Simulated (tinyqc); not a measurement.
Time-domain thermoreflectance: layered heat flow under a modulated pulse train, and what the signal ratio measures. Which input was changed? Computed by tinyqc, a small Python program. Command: `OMP_NUM_THREADS=1 python tinyqc.py 3112377 3112378 out.jsonl tdtr which`. One thread of a shared host (Intel(R) Xeon(R) Processor @ 2.30GHz), about 0.9 s of CPU time with the checks.

Pulses repeat at 80 MHz; heat is laid down at the surface, all layers are isotropic.

Inputs (values chosen for the exercise, modelled on aluminium on a SiGe alloy):
```
quantity                                value        unit
metal thickness d                          65          nm
metal conductivity                        170     W/(m K)
metal heat capacity                      2.42  MJ/(m^3 K)
boundary conductance G under the metal     98  MW/(m^2 K)
substrate conductivity kappa             8.63     W/(m K)
substrate heat capacity C                1.66  MJ/(m^3 K)
modulation frequency f                     12         MHz
spot radius w (1/e^2, pump and probe)      21  micrometre
delay t                                   110          ps
```

Stack: metal, substrate.

Method:
- For radial wave number k and angular frequency W each layer has u = sqrt(4 pi^2 k^2 + i W C/kappa) and gamma = kappa u. Surface impedance from below: Z = 1/gamma for the substrate; a layer of thickness L maps Z to (Z + tanh(u L)/gamma)/(1 + gamma Z tanh(u L)); a boundary adds 1/G.
- Response per absorbed watt H(W) = 2 pi int_0^(2/w) Z(k, W) exp(-pi^2 k^2 w^2) k dk by 20 Gauss-Legendre points.
- Signal: X + iY = sum_(m = -M..M) H(2 pi (f + m f_r)) exp(i 2 pi m f_r t) exp(-pi (m/M)^2 x 4), f_r = 80 MHz, M = 4000, with H(-W) the complex conjugate of H(W); V_in = X, V_out = Y, ratio = -V_in/V_out.

Problem. One of these inputs alone was changed, within the range given: metal thickness d (32.5 to 130); boundary conductance G under the metal (49 to 196); substrate heat capacity C (0.83 to 3.32); spot radius w (1/e^2, pump and probe) (10.5 to 42). Which one, and to what value?

Results:
```
run     V_out (K/mW)  ratio -V_in/V_out  V_in (K/mW)
before   -0.01419339           3.727694   0.05290861
after    -0.01390400           3.769160   0.05240641
```

Solution.

Each candidate set to reproduce V_out, and what it then gives:
```
candidate                                            range searched  value needed  ratio -V_in/V_out  V_in (K/mW)
metal thickness d (nm)                                  32.5 to 130         81.77             3.0375     0.042234
boundary conductance G under the metal (MW/(m^2 K))       49 to 196         119.0             3.7692     0.052406
substrate heat capacity C (MJ/(m^3 K))                 0.83 to 3.32         1.746             3.8089     0.052959
spot radius w (1/e^2, pump and probe) (micrometre)       10.5 to 42         21.22             3.7273     0.051825
```

Only boundary conductance G under the metal fits every result: it went from 98 to 119 MW/(m^2 K). The next best candidate, substrate heat capacity C, misses one result by 1.1 %.
